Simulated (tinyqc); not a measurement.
Frenkel-Kontorova chain: a misfit dislocation (kink) in a monolayer on a periodic substrate. Inputs raised by 10 %, one at a time. Computed by tinyqc, a small Python program. Command: `OMP_NUM_THREADS=1 python tinyqc.py 3026629 3026630 out.jsonl fkchain sens`. One thread of a shared host (Intel(R) Xeon(R) Processor @ 2.30GHz), about 0.03 s of CPU time with the checks.

E = sum_j [(k/2)(x_(j+1) - x_j - b)^2 + (W/2)(1 - cos(2 pi x_j/a))], x_j = a (j + u_j). A kink takes u from 0 to 1: the chain is stretched by one period and has one atom fewer than wells.

Inputs (values chosen for the exercise, for a model overlayer):

| quantity | value | unit |
|---|---|---|
| spring constant k | 11.6 | eV/angstrom^2 |
| substrate period a | 3.1 | angstrom |
| corrugation W | 7.04 | eV |
| misfit f = (b - a)/a | 0.079 | - |
| atoms on each side n | 8 | - |
| atomic mass M | 89.2 | u |

Relaxation: Newton steps.

Constants: nu for 1 eV/(angstrom^2 u) = 15.6333042 THz.

Method:
- l0 = sqrt(k a^2/(2 W)); kink u(j) = (2/pi) arctan exp(pi j/l0); kink energy at f = 0: E0 = (4/pi) W l0; with misfit E0 - k a^2 f; kinks become favourable at f_c = 2/(pi l0), and a coherent chain with free ends loses stability at f_m = 1/l0. Lowest vibration of the flat chain: nu0 = 15.6333042 THz x sqrt(2 pi^2 W/(a^2 M)).
- Discrete chain at f = 0, ends held at u = 0 and 1: E = (k a^2/2) sum (u_(j+1) - u_j)^2 + (W/2) sum (1 - cos 2 pi u_j), gradient g_j = k a^2 (2 u_j - u_(j-1) - u_(j+1)) + pi W sin(2 pi u_j), Hessian 2 k a^2 + 2 pi^2 W cos(2 pi u_j) on the diagonal and -k a^2 beside it.
- Start as above (continuum shape at j + 1/2, j = -n..n-1, l0 = sqrt(k a^2/(2 W))). u(new) = u - H^-1 g; stop when the largest gradient is below 1e-9 eV.
- Repeat by Newton steps with an atom at the centre (j = -n..n, u_0 = 1/2). Barrier = difference of the two energies; the lowest Hessian eigenvalue tells minimum from saddle.

Runs:

| input moved | from | to | kink width l0 | kink energy E0 (eV) | Peierls barrier (meV) | gap frequency nu0 (THz) |
|---|---|---|---|---|---|---|
| base run | - | - | 2.8138 | 25.222 | 192.92 | 6.2945 |
| spring constant k (eV/angstrom^2) | 11.6 | 12.76 | 2.9511 | 26.453 | 140.28 | 6.2945 |
| substrate period a (angstrom) | 3.1 | 3.41 | 3.0952 | 27.744 | 99.77 | 5.7222 |
| corrugation W (eV) | 7.04 | 7.744 | 2.6828 | 26.453 | 285.74 | 6.6017 |
| misfit f = (b - a)/a | 0.079 | 0.0869 | 2.8138 | 25.222 | 192.92 | 6.2945 |
| atomic mass M (u) | 89.2 | 98.12 | 2.8138 | 25.222 | 192.92 | 6.0015 |

Exponents ln(y'/y) / ln(x'/x):

| input | kink width l0 | kink energy E0 | Peierls barrier | gap frequency nu0 |
|---|---|---|---|---|
| spring constant k | 0.5 | 0.5 | -3.344 | 0.0 |
| substrate period a | 1.0 | 1.0 | -6.919 | -1.0 |
| corrugation W | -0.5 | 0.5 | 4.121 | 0.5 |
| misfit f = (b - a)/a | 0.0 | 0.0 | 0.000 | 0.0 |
| atomic mass M | 0.0 | 0.0 | 0.000 | -0.5 |

Which inputs matter most for each result?

Among the inputs moved here: kink width l0 answers most in size to substrate period a (exponent +1.000), next to spring constant k (+0.500); its exponent is below 0.0005 for misfit f = (b - a)/a, atomic mass M. kink energy E0 answers most in size to substrate period a (exponent +1.000), next to spring constant k (+0.500); its exponent is below 0.0005 for misfit f = (b - a)/a, atomic mass M. Its exponent +0.500 in spring constant k: the geometric mean of spring and corrugation. Its exponent +0.500 in corrugation W: the geometric mean of spring and corrugation. Peierls barrier answers most in size to substrate period a (exponent -6.919), next to corrugation W (+4.121); its exponent is below 0.0005 for misfit f = (b - a)/a, atomic mass M. gap frequency nu0 answers most in size to substrate period a (exponent -1.000), next to corrugation W (+0.500); its exponent is below 0.0005 for spring constant k, misfit f = (b - a)/a.

Caution (all rows): a corrugation above 1 eV is larger than real overlayers usually show; it is chosen to keep the kink narrow. Caution (rows base run, spring constant k, corrugation W, misfit f = (b - a)/a, atomic mass M): for l0 below about 3 the kink spans few atoms, and the continuum kink energy is off by about 2 per cent or more.
